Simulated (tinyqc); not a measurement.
## Donor binding, ionisation and the Mott limit: ionisation against doping

Hydrogenic donor: Ry = (m0 q^3/(8 eps0^2 h^2)) me/eps_r^2 in eV, E0 = cc Ry, radius a = q/(8 pi eps0 eps_r E0), Mott density Nm = (0.26/a)^3. Below Nm the level sinks as Ed = E0 [1 - (N/Nm)^(1/3)]. Neutrality: Nc F12(eta) = N/(1 + 2 exp(eta + Ed/kB T)), F12(x) = (2/sqrt(pi)) int_0^infinity sqrt(u)/(1 + exp(u - x)) du.

The neutrality equation is solved with F12 in each row.

Inputs (values chosen for the exercise); band and dielectric values close to those of gallium nitride:
- T = 77 K (temperature)
- eps_r = 9.41 (relative permittivity)
- me = 0.196 m0 (mass in the hydrogenic formula, set independently of Nc)
- Nc = 2.99e17 cm^-3 (conduction-band density of states at 77 K)
- cc = 1.3 (ratio of the true binding energy to the hydrogenic one)

Constants: q = 1.602176634e-19 C, kB = 1.380649e-23 J/K, eps0 = 8.8541878128e-12 F/m, h = 6.62607015e-34 J s, m0 = 9.1093837015e-31 kg, Vt = kB T/q. Results are converted to the units shown.

Result of one run:

| N (cm^-3) | N/Nm | Ed (meV) | ionised (%) | ionised with Ed = E0 (%) |
|---|---|---|---|---|
| 2.1e17 | 0.089181 | 21.659 | 14.936 | 4.2965 |

What becomes of these results when the donor density N is changed from 2.1e17 to 1.1e16 cm^-3, all else the same?

Result of the changed run:

| N (cm^-3) | N/Nm | Ed (meV) | ionised (%) | ionised with Ed = E0 (%) |
|---|---|---|---|---|
| 1.1e16 | 0.0046714 | 32.606 | 26.953 | 17.503 |

The whole series:

| N (cm^-3) | N/Nm | Ed (meV) | ionised (%) | ionised with Ed = E0 (%) |
|---|---|---|---|---|
| 1.5e15 | 6.3701e-4 | 35.782 | 48.367 | 40.339 |
| 4e15 | 0.0016987 | 34.479 | 36.281 | 27.267 |
| 1.1e16 | 0.0046714 | 32.606 | 26.953 | 17.503 |
| 2.9e16 | 0.012315 | 30.110 | 20.822 | 11.177 |
| 7.9e16 | 0.033549 | 26.524 | 16.864 | 6.9228 |
| 2.1e17 | 0.089181 | 21.659 | 14.936 | 4.2965 |
| 5.8e17 | 0.24631 | 14.609 | 14.815 | 2.5988 |
| 1.6e18 | 0.67948 | 4.7318 | 16.707 | 1.5638 |

The ionised share goes from 48.4 through a minimum of 14.8 (at N = 5.8e17 cm^-3 among the rows listed) to 16.7 %, against 40.3 to 1.56 % for a fixed level: a higher density raises EF against the level, which fills more donors, while the sinking Ed works the other way.

Range of the model: A sharp level with degeneracy 2 overstates freeze-out near Nm, where the impurity band broadens and merges with the conduction band.

Computed by the program tinyqc: `OMP_NUM_THREADS=1 python tinyqc.py 2330147 2330148 out.jsonl`, one thread of a shared Intel Xeon 2.30GHz, about 0.01 s for the whole run.
